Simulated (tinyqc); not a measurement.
Closable height against the size of the gap: wafer bonding and layer transfer: bond energy, gap closing, particles, bonding of dissimilar wafers and hydrogen blisters. Computed by tinyqc, a small Python program. Command: `OMP_NUM_THREADS=1 python tinyqc.py 3002233 3002234 out.jsonl bond walk`. One thread of a shared host (Intel(R) Xeon(R) Processor @ 2.30GHz), about 0.01 s of CPU time with the checks.

gamma is the energy per area of each of the two surfaces; plates are isotropic, and both wafers have E1 and t1.

Inputs (values chosen for the exercise, for model wafers):

| quantity | value | unit |
|---|---|---|
| Young's modulus E1 | 133 | GPa |
| Poisson ratio nu | 0.2 | - |
| thickness t1 | 725 | micrometre |
| blade thickness t_b | 230 | micrometre |
| crack length L | 29.8 | mm |

Pair: two equal wafers.

Method. Two cantilevers opened by t_b: gamma = 3 t_b^2 E1 t1^3 E2 t2^3/(16 L^4 (E1 t1^3 + E2 t2^3)). E' = E1/(1 - nu^2), equal wafers of thickness t1 assumed. A gap of radius R closes if h_g < h_c: h_c = R^2/sqrt((2/3) E' t1^3/gamma) for R > 2 t1 (plate bending), h_c = 3.6 sqrt(R gamma/E') for R < 2 t1 (local deformation).

bond energy gamma = 0.318733 J/m^2

Gap closing:

| R (mm) | regime | h_c (nm) | slope h_c/R |
|---|---|---|---|
| 1.00e-04 | local | 1.7267e+00 | 0.017267 |
| 1.00e-03 | local | 5.4604e+00 | 0.005460 |
| 1.00e-02 | local | 1.7267e+01 | 0.001727 |
| 1.00e-01 | local | 5.4604e+01 | 0.000546 |
| 5.00e-01 | local | 1.2210e+02 | 0.000244 |
| 2.00e+00 | plate | 3.8065e+02 | 0.000190 |
| 5.00e+00 | plate | 2.3790e+03 | 0.000476 |
| 2.00e+01 | plate | 3.8065e+04 | 0.001903 |
| 5.00e+01 | plate | 2.3790e+05 | 0.004758 |

Roughness of 100 nm scale may be 1.7 nm in half height, waviness of radius 5 cm as much as 240 micrometre: h_c goes as R^(1/2) when the wafer deforms locally and as R^2 when it bends. The allowed slope is least near R = 2 t1, so defects about 4 t1 wide are the hardest to close; bow matters little.

Extremes, crossings and ranges named in words are read from the listed rows.
